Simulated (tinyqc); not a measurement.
Bandgap voltage reference from two bipolar transistors: one step of the calculation.

Two transistors of area 1 and N carry the same current I. Is(T) = Is (T/T0)^eta exp[(Vg0 q/kB)(1/T0 - 1/T)], VBE1 = Vt ln(I/Is(T)) + I rb, VBE2 = Vt ln(I/(N Is(T))) + I rb/N. The amplifier forces I R1(T) = VBE1 - VBE2 + Vos, with R(T) = R (1 + tc (T - T0)) for both resistors, and the output is Vref = VBE1 + I R2(T). Base currents and the Early effect are neglected.

Problem. Operating point at the reference temperature. Vt = kB T/q; I = (Vt ln N + Vos)/(R1(T) - rb (1 - 1/N)). Evaluate at T = T0.

Inputs (values chosen for the exercise); values of the order met in silicon bipolar transistors:

| symbol | value | unit | meaning |
|---|---|---|---|
| T0 | 298 | K | reference temperature |
| Vg0 | 1.152 | V | band-gap voltage extrapolated to 0 K |
| eta | 3.6 |  | temperature exponent of the saturation current |
| Is | 3.3e-17 | A | saturation current of the unit transistor at T0 |
| N | 10 |  | area ratio of the second transistor |
| R1 | 6 | kohm | resistor across which the difference of VBE falls, at T0 |
| tc | 0 | ppm/K | temperature coefficient of both resistors |
| Vos | 0 | mV | offset of the amplifier |
| rb | 0 | ohm | series resistance of the unit transistor |
| R2 | 52.08 | kohm | output resistor at T0 |

Constants: q = 1.602176634e-19 C, kB = 1.380649e-23 J/K. Results are converted to the units shown.

Give: Vt; I; Is(T); VBE1; I R2; Vref.

Solution.

Vt = 0.025680 V
I = 9.8549 uA
Is(T) = 3.3000e-17 A
VBE1 = 0.67852 V
I R2 = 0.51324 V
Vref = 1.1918 V

tinyqc, about 0.02 s, one thread, Intel Xeon 2.30GHz (shared host): `OMP_NUM_THREADS=1 python tinyqc.py 2062087 2062088 out.jsonl`
